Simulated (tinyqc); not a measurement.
Inside a calculation. Method: Hubbard chain of 6 sites. One step of it, computed by the program tinyqc.

Task: Mean-field iteration 2. H(up) = T + U n(down), H(down) = T + U n(up); fill the lowest levels; n(new) = n + mixing (n(out) - n); E = tr T (rho up + rho down) + U sum n_up n_down of the output.

one-body matrix (hopping and site energies) (eV):
```
           1          2          3          4          5          6
1  -0.550000  -0.750000   0.000000   0.000000   0.000000   0.000000
2  -0.750000   0.240000  -0.750000   0.000000   0.000000   0.000000
3   0.000000  -0.750000  -0.790000  -0.750000   0.000000   0.000000
4   0.000000   0.000000  -0.750000  -0.730000  -0.750000   0.000000
5   0.000000   0.000000   0.000000  -0.750000  -0.580000  -0.750000
6   0.000000   0.000000   0.000000   0.000000  -0.750000   0.570000
```

U = 3.000000 eV

electrons, up and down: 3  1

mixing = 1

n(up) after iteration 1: 1 0.941783, 2 0.097982, 3 0.887086, 4 0.157361, 5 0.872624, 6 0.043163

n(down) after iteration 1: 1 0.001409, 2 0.027109, 3 0.070400, 4 0.835804, 5 0.054742, 6 0.010535

Give: levels, up; levels, down; energy; n(up) after iteration 2; n(down) after iteration 2.

Result:

levels, up (eV): -1.3745  -0.9769  -0.6187  0.8670  1.0178  2.2452

levels, down (eV): -0.7569  0.0556  0.4495  2.1167  2.5469  2.7482

energy = -4.4514 eV

n(up) after iteration 2: 1 0.8281, 2 0.2933, 3 0.8236, 4 0.1035, 5 0.7695, 6 0.1820

n(down) after iteration 2: 1 0.0027, 2 0.0440, 3 0.0957, 4 0.7639, 5 0.0741, 6 0.0196
